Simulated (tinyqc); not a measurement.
Deep-level transient spectroscopy: one step of the calculation.

Schottky contact on an n-type layer with shallow donors Nd (all ionised) and a donor-like deep trap, neutral when filled and positive when empty; depletion approximation. Traps within lam of the depletion edge stay filled. A long pulse to Vp fills the traps beyond x1 = Wp - lam; back at Vr those between x1 and x2 = Wr - lam emit. A rate window reads S = C(t2) - C(t1).

Task. Poole-Frenkel lowering. A Coulomb centre of charge +q (when empty) in the field F lowers its barrier by dE = sqrt(q F/(pi eps0 eps_r)) along the field. One-dimensional rate: en exp(b), b = dE/kB T; three-dimensional (Hartke): en {[1 + (b - 1) exp(b)]/b^2 + 1/2}.

Values chosen for this exercise; material values close to those of gallium nitride:
```
symbol,value,unit,meaning
eps_r,9.69,,relative permittivity
T,78,K,temperature of the transient
F,130,kV/cm,field at the trap
```

Constants: q = 1.602176634e-19 C, kB = 1.380649e-23 J/K, eps0 = 8.8541878128e-14 F/cm where lengths are in cm. Results are converted to the units shown.

en = 735.57051 1/s

Wanted: dE; b; rate, one-dimensional; rate, three-dimensional.

Result.

dE = 87.905 meV
b = 13.078
rate, one-dimensional = 3.5190e8 1/s
rate, three-dimensional = 2.4850e7 1/s

Computed by the program tinyqc: `OMP_NUM_THREADS=1 python tinyqc.py 2050019 2050020 out.jsonl`, one thread of a shared Intel Xeon 2.30GHz, about 0.01 s for the whole run.
